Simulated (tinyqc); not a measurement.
One-electron ion in a basis of Gaussians, step by step. One step of it, computed by the program tinyqc.

Task: Generalised eigenproblem. Solve H C = S C e through S^(-1/2); each column has its largest component positive (the first on a tie).

H = T + V (hartree):
```
           1          2
1  -4.679613  -5.276092
2  -5.276092  -6.777294
```

S:
```
          1         2
1  1.000000  0.665793
2  0.665793  1.000000
```

Give: eigenvalues of S; eigenvalues; coefficients.

Result:

eigenvalues of S: 0.334  1.666

eigenvalues (hartree): -6.959  -1.001

coefficients:
```
       1       2
1  0.234   1.320
2  0.829  -1.053
```

For Z = 4 and l = 0 the exact lowest level is -Z^2/(2 n^2) with n = l + 1: -8.000000 hartree.
